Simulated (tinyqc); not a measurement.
Worked calculation: inversion-layer mobility, back-scattering and ballistic limit of a field-effect transistor. Computed by tinyqc, a small Python program that keeps every step. Command: `OMP_NUM_THREADS=1 python tinyqc.py 3023023 3023024 out.jsonl mos walk`. One thread of a shared host (Intel(R) Xeon(R) Processor @ 2.30GHz), about 0.01 s of CPU time with the checks. Intermediate numbers are printed to about 6 digits and carried at full precision; extremes and crossings named in words are read from the listed rows.

The charge at the top of the source barrier is fixed by the gate; series resistance and short-channel effects are left out. F_j are Fermi integrals normalised to exp(eta) in the classical limit.

Inputs (values chosen for the exercise, modelled on a silicon p-channel):
```
quantity                                       value        unit
transport mass m                                0.31         m_0
valley degeneracy g_v                              1           -
weight w of the inversion charge               0.333           -
permittivity eps                                11.7           -
phonon mobility at 1 MV/cm and 300 K, mu_ph      110  cm^2/(V s)
roughness mobility at 1 MV/cm, mu_sr             140  cm^2/(V s)
Coulomb mobility at N_inv = 1e12/cm^2, mu_C      250  cm^2/(V s)
electrical oxide thickness t_inv                   4          nm
depletion charge N_dep                       2.6e+12      1/cm^2
gate overdrive V_G - V_T                        0.86           V
drain voltage V_D                                1.1           V
channel length L                                  17          nm
exponent a of the critical length               0.61           -
temperature T                                     77           K
```

Statistics at the top of the barrier: Fermi-Dirac.

Constants: eps_0 = 8.8541878128e-12 F/m; e = 1.602176634e-19 C; m_0 = 9.1093837015e-31 kg; k_B = 1.380649e-23 J/K; hbar = 1.054571817e-34 J s; k_B = 8.617333262e-05 eV/K.

## Charge and field

N_inv = 3.9 eps_0 (V_G - V_T)/(e t_inv); effective field E_eff = e (N_dep + w N_inv)/(eps eps_0).

inversion density N_inv = 4.63384e+12 1/cm^2

effective field E_eff = 0.640764 MV/cm

## Effective mobility

mu_phonon = mu_ph (E_eff/1 MV/cm)^(-0.3) (T/300 K)^(-1.75); mu_rough = mu_sr (E_eff/1 MV/cm)^(-2); mu_Coulomb = mu_C (N_inv/1e12 cm^-2) (T/300 K); Matthiessen's rule adds 1/mu.

phonon part = 1358.27 cm^2/(V s)

roughness part = 340.982 cm^2/(V s)

Coulomb part = 297.338 cm^2/(V s)

effective mobility mu = 142.205 cm^2/(V s)

The Coulomb part is the lowest and holds 48 % of 1/mu.

## Ballistic limit

F_j(eta) = (1/Gamma(j + 1)) int_0^infinity x^j/(1 + exp(x - eta)) dx, F_0 = ln(1 + exp(eta)). Integrals over x = E/(k_B T) use 160 Gauss-Legendre points in u = sqrt(x) from 0 to sqrt(max(eta, 0) + 32). Ballistic channel: N_2D = g_v m k_B T/(pi hbar^2), U = e V_D/(k_B T); eta_F solves N_inv = (N_2D/2)[F_0(eta_F) + F_0(eta_F - U)]; v_T = sqrt(2 k_B T/(pi m)); I/W = e (N_2D/2) v_T [F_1/2(eta_F) - F_1/2(eta_F - U)]; injection velocity v_T F_1/2(eta_F)/F_0(eta_F).

N_2D = 8.59256e+11 1/cm^2

eta_F = 10.7857

thermal velocity v_T = 0.489555 1e7 cm/s

injection velocity = 1.22238 1e7 cm/s

ballistic current I/W = 907.527 microampere/micrometre

Degeneracy raises the injection velocity by a factor 2.50.

## Back-scattering

Mean free path lambda = (2 k_B T/e)(mu/v_T) F_0(eta_0)/F_-1/2(eta_0), with eta_0 from N_inv = N_2D F_0(eta_0); critical length l = L (1 + U)^(-a), an empirical rule; back-scattering r = l/(l + lambda). Then eta solves N_inv = (N_2D/2)[(1 + r) F_0(eta) + (1 - r) F_0(eta - U)] and I/W = e (N_2D/2) v_T (1 - r)[F_1/2(eta) - F_1/2(eta - U)]. Ballistic ratio: I over the ballistic current. Apparent mobility 1/(1/mu + 1/mu_B), mu_B = mu L/lambda.

eta_0 = 5.38830

mean free path lambda = 8.07317 nm

critical length l = 0.749796 nm

back-scattering coefficient r = 0.0849823

current I/W = 736.165 microampere/micrometre

ballistic ratio = 0.811177

apparent low-field mobility = 96.4172 cm^2/(V s)

L/lambda = 2.11, but at this drain voltage only the first 0.750 nm can return a carrier to the source, so the device works at 81 % of its ballistic limit. Caution: in a degenerate gas the layer that can return carriers is set by E_F rather than k_B T, so l is underestimated.

## Channel length

The last column is the long-channel law e N_inv mu V/L with V = V_D - V_D^2/(2 V_ov) below pinch-off and V_ov/2 above, V_ov = V_G - V_T.

Currents (microampere/micrometre):
```
L (nm)         r      I/W  ballistic ratio  long-channel law
5       0.026590  849.785         0.936375           9079.56
10      0.051802  798.637         0.880014           4539.78
20      0.098502  712.164         0.784731           2269.89
40      0.179339  583.949         0.643451           1134.95
80      0.304134  427.212         0.470744            567.47
160     0.466416  276.051         0.304180            283.74
400     0.686057  132.699         0.146220            113.49
1000    0.845279   57.451         0.063305             45.40
```

The current scales as L^-0.91 at the long end and as L^-0.09 at the short end, where it reaches 94 % of the ballistic 908. The long-channel law passes the ballistic limit between 40.0 and 80.0 nm and has no meaning below. At 1000 nm the model gives 1.27 times the long-channel law; the rule for l is a fit for short devices and fails wherever the model exceeds that law. Raising mu by 10 % at 20 nm raises I by 2.0 %.

## The mobility curve

The formulas are those given above.

Mobilities (cm^2/(V s)):
```
V_G - V_T (V)  N_inv (1/cm^2)  E_eff (MV/cm)   phonon  roughness  Coulomb    total
0.03              1.61646e+11       0.410439  1552.46    831.057   10.372   10.177
0.06              3.23291e+11       0.418764  1543.14    798.343   20.745   19.958
0.12              6.46583e+11       0.435414  1525.20    738.454   41.489   38.296
0.20              1.07764e+12       0.457614  1502.61    668.543   69.148   60.158
0.35              1.88587e+12       0.499239  1463.87    561.709  121.010   93.221
0.50              2.69410e+12       0.540864  1429.12    478.577  172.871  116.633
0.75              4.04114e+12       0.610239  1378.31    375.948  259.307  138.085
1.00              5.38819e+12       0.679614  1334.50    303.112  345.742  144.076
1.50              8.08229e+12       0.818364  1262.15    209.043  518.613  133.258
```

The lowest part is Coulomb from 0.0300 to 0.750, roughness from 1.00 to 1.50 V. The total peaks at 144 near E_eff = 0.68 MV/cm: screening lifts it at low density and the field presses it down at high density.

Checks made by the program: long channel and small V_D against the drift formula e N mu V_D/L (relative difference 8e-04).
